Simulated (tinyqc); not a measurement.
Heisenberg magnet: exchange from energy differences, ordering vector, linear spin waves and ordering temperature. Changing the exchange J2. Computed by tinyqc, a small Python program. Command: `OMP_NUM_THREADS=1 python tinyqc.py 3001639 3001640 out.jsonl magnon sweep`. One thread of a shared host (Intel(R) Xeon(R) Processor @ 2.30GHz), about 2 s of CPU time with the checks.

H = -sum over pairs <ij> J_ij S_i.S_j - K sum_i (S_i^z)^2, each pair once, J > 0 ferromagnetic. First neighbours: 12 at a (0.5, 0.5, 0), second: 6 at a (1, 0, 0), with all permutations and signs.

Inputs (values chosen for the exercise, for a model magnet):

| quantity | value | unit |
|---|---|---|
| exchange J1 | 9.94 | meV |
| spin S | 0.5 | - |
| single-ion anisotropy K | 0.027 | meV |
| lattice constant a | 4.38 | angstrom |
| mesh divisions n | 20 | - |
| temperature T | 100 | K |

Lattice: fcc. Order: ferromagnetic.

wave vector q (2 pi/a): 0.41  0.17  0.16

Constants: h x 1 THz = 4.135667696 meV; k_B = 8.617333262e-05 eV/K.

Method:
- J(q) = J1 g1(q) + J2 g2(q), g_s(q) = sum over shell s of cos(q.R).
- g_s(q) = sum over shell s of cos(q.R), z1 = g1(0). E(q) = S [J(0) - J(q)] + (2S - 1) K, J(q) = J1 g1 + J2 g2. The factor 2S - 1 removes the anisotropy for S = 1/2.
- sum R_x^2 over the shells is s1 = 2 a^2 and s2 = 2 a^2. E = gap + D q^2 with D = (S/2)(J1 s1 + J2 s2) and gap = (2S - 1) K.
- Mesh: q = sum_i (m_i + 1/2)/n b_i, m_i = 0..n-1, b = [[-1, 1, 1], [1, -1, 1], [1, 1, -1]] in 2 pi/a; <..> is the mean over the mesh.
- n = 1/(exp(E/(k_B T)) - 1); no zero-point loss; thermal loss <n>; moment = S less the losses.
- K left out. Mean field: k_B T = S (S + 1) J(Q)/3 at the ordering vector Q; random-phase (Tyablikov): k_B T = [S (S + 1)/3] / <1/(J(Q) - J(q))>; Curie-Weiss theta = S (S + 1) J(0)/(3 k_B).

One run for each value:

| exchange J2 (meV) | stiffness D (meV angstrom^2) | mean-field ordering temperature (K) | E(q) (meV) | thermal loss | zero-point loss |
|---|---|---|---|---|---|
| -5.50 | 42.6 | 250.3 | 19.46 | 0.1106 | 0 |
| -4.40 | 53.1 | 269.5 | 22.57 | 0.0821 | 0 |
| -3.40 | 62.7 | 286.9 | 25.40 | 0.0648 | 0 |
| -2.30 | 73.3 | 306.0 | 28.51 | 0.0515 | 0 |
| -1.30 | 82.9 | 323.4 | 31.34 | 0.0428 | 0 |
| -0.25 | 92.9 | 341.7 | 34.30 | 0.0358 | 0 |
| 0.80 | 103.0 | 360.0 | 37.27 | 0.0305 | 0 |
| 1.80 | 112.6 | 377.4 | 40.10 | 0.0264 | 0 |
| 2.90 | 123.2 | 396.5 | 43.21 | 0.0229 | 0 |
| 3.90 | 132.8 | 413.9 | 46.04 | 0.0203 | 0 |
| 5.00 | 143.3 | 433.1 | 49.14 | 0.0179 | 0 |

Over the rows, stiffness D (meV angstrom^2) rises from 42.6 to 143; mean-field ordering temperature (K) rises from 250 to 433; E(q) (meV) rises from 19.5 to 49.1. An antiferromagnetic J2 joins parallel spins and so frustrates this order: from the last row to the first the long-wave coefficient shrinks by a factor 3.36, the mean-field temperature by 1.73.

Caution (rows -5.50, -4.40): with so many magnons their interaction matters and linear theory fails. Caution (rows -4.40, -3.40, -2.30, -1.30, -0.250, 0.800, 1.80, 2.90, 3.90, 5.00): doubling the mesh changes the thermal sum by more than 3 %, so it is not fully converged.
